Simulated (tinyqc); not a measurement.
Switching kinetics of a ferroelectric film and the memory window of a ferroelectric gate stack: one step, computed by the program tinyqc.

Fields in MV/cm; 1 microcoulomb/cm^2 over eps_0 is 11.29409 MV/cm. In the stack (metal, ferroelectric, interlayer, channel) the channel is taken as a conductor.

Problem. Switched share after the pulse. Merz's law: t1 = t_inf exp[(E_a/E)^alpha] at the mean of the fields before and after switching. NLS: switched share = integral of [1 - exp(-(t/tau)^n)] F(z) dz over z = log10 tau, with the Lorentzian F = (1/pi) w/[(z - log10 t1)^2 + w^2].

Inputs (values chosen for the exercise, for a model hafnia-based film):
```
quantity                   value   unit
time constant t_inf      5.2e-10      s
activation field E_a         5.6  MV/cm
Merz exponent alpha            1      -
dimension n                    2      -
half width w of log10 t      1.1      -
pulse length t_p         0.00015      s
```

Kinetics: nucleation-limited (NLS).

E_F before switching = 2.439746 MV/cm

E_F after switching = 2.133937 MV/cm

Give: mean field; switching time t1; switched share.

Solution.

mean field = 2.2868 MV/cm

switching time t1 = 6.0187e-09 s

switched share = 0.92379

t_p is 25000 t1. A field higher by 10 % would shorten t1 by a factor 1.2. The step approximation 1/2 + arctan[log10(t_p/t1)/w]/pi gives 0.922.
